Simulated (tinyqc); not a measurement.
Hueckel theory of the pi electrons, for the molecule C=Cc1cccc[cH+]c1 (SMILES; centres numbered as the heavy atoms are written), step by step. One step of it, computed by the program tinyqc.

Problem. Energy, charges, bond orders. E = sum n x; q_r = z_r - P_rr; bond order p = P_rs; free valence = sqrt(3) - sum of p over the bonds of the atom.

x values: 2.124795  1.540596  1.246980  0.807171  -0.337931  -0.445042  -1.101947  -1.801938  -2.032684

occupations: 2.000000  2.000000  2.000000  2.000000  0.000000  0.000000  0.000000  0.000000  0.000000

charge and bond-order matrix P:
```
,1C,2C,3C,4C,5C,6C,7C,8C,9C
1C,0.901712,0.893904,0.107159,-0.231942,-0.118081,0.148849,0.148849,-0.118081,-0.231942
2C,0.893904,1.008871,0.430020,-0.010922,-0.083093,0.030768,0.030768,-0.083093,-0.010922
3C,0.107159,0.430020,0.879868,0.578869,0.137927,-0.201174,-0.201174,0.137927,0.578869
4C,-0.231942,-0.010922,0.578869,0.863650,0.665953,0.146835,-0.240850,-0.205166,0.165067
5C,-0.118081,-0.083093,0.137927,0.665953,0.872558,0.626278,0.142843,-0.213710,-0.205166
6C,0.148849,0.030768,-0.201174,0.146835,0.626278,0.868566,0.653417,0.142843,-0.240850
7C,0.148849,0.030768,-0.201174,-0.240850,0.142843,0.653417,0.868566,0.626278,0.146835
8C,-0.118081,-0.083093,0.137927,-0.205166,-0.213710,0.142843,0.626278,0.872558,0.665953
9C,-0.231942,-0.010922,0.578869,0.165067,-0.205166,-0.240850,0.146835,0.665953,0.863650
```

Centres:
```
centre,"z_r, pi electrons of the neutral centre",h
1C,1,0.000000
2C,1,0.000000
3C,1,0.000000
4C,1,0.000000
5C,1,0.000000
6C,1,0.000000
7C,1,0.000000
8C,1,0.000000
9C,1,0.000000
```

Bonds:
```
i,j,k
1,2,1
2,3,1
3,4,1
4,5,1
5,6,1
6,7,1
7,8,1
8,9,1
9,3,1
```

Give: pi energy = 8 alpha + this times beta; pi charges; Bond orders and lengths from R = 1.517 - 0.180 p; free valence of the carbons; gap between the highest filled and the next level.

Solution.

pi energy = 8 alpha + this times beta = 11.4391

pi charges: 1C 0.0983, 2C -0.0089, 3C 0.1201, 4C 0.1363, 5C 0.1274, 6C 0.1314, 7C 0.1314, 8C 0.1274, 9C 0.1363

Bond orders and lengths from R = 1.517 - 0.180 p (angstrom, C-C alone):
```
bond,p,R
1-2,0.8939,1.3561
2-3,0.4300,1.4396
3-4,0.5789,1.4128
4-5,0.6660,1.3971
5-6,0.6263,1.4043
6-7,0.6534,1.3994
7-8,0.6263,1.4043
8-9,0.6660,1.3971
9-3,0.5789,1.4128
```

free valence of the carbons: 1C 0.8381, 2C 0.4081, 3C 0.1443, 4C 0.4872, 5C 0.4398, 6C 0.4524, 7C 0.4524, 8C 0.4398, 9C 0.4872

gap between the highest filled and the next level = 1.1451 |beta|
